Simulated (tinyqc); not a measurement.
Undoped symmetric double-gate MOSFET, analytic potential model: one step of the calculation.

An undoped body of thickness ts between two equal insulators and tied gates; long channel, electrons only, n = ni exp((psi - V)/Vt) with V the quasi-Fermi potential (0 at the source, Vd at the drain), constant mobility, no quantisation. Across the body psi(x) = V - 2 Vt ln[(ts/(2 beta)) sqrt(q ni/(2 eps0 eps_r Vt)) cos(2 beta x/ts)], x from the centre. Q is the electron charge per area of the whole body.

Task. Potential and electron density across the body at the source. psi(x) as above with V = 0 and beta = beta_s; n = ni exp(psi/Vt).

Inputs (values chosen for the exercise); material values those of a made-up semiconductor:

| symbol | value | unit | meaning |
|---|---|---|---|
| T | 400 | K | temperature |
| eps_r | 14.9 |  | relative permittivity of the semiconductor |
| Nc | 5.57e19 | cm^-3 | conduction-band density of states at T |
| ts | 25 | nm | body thickness |

Constants: q = 1.602176634e-19 C, kB = 1.380649e-23 J/K, Vt = kB T/q, eps0 = 8.8541878128e-14 F/cm where lengths are in cm. Results are converted to the units shown.

x/ts, point 0 to 6: [0, 0.1, 0.2, 0.3, 0.4, 0.45, 0.5]
beta_s = 1.4532041
ni = 7.1660543e12 cm^-3

Give: psi; n.

Result.

psi, point 0 to 6 (V): [0.3992, 0.4021, 0.4116, 0.4296, 0.4629, 0.4921, 0.5469]
n, point 0 to 6 (cm^-3): [7.672e17, 8.359e17, 1.098e18, 1.854e18, 4.868e18, 1.136e19, 5.574e19]

The density at the surface is 72.7 times that at the centre (1/cos^2 beta). It reaches 1.0 Nc, where Boltzmann statistics overestimate it.

tinyqc, about 0.01 s, one thread, Intel Xeon 2.30GHz (shared host): `OMP_NUM_THREADS=1 python tinyqc.py 2440089 2440090 out.jsonl`
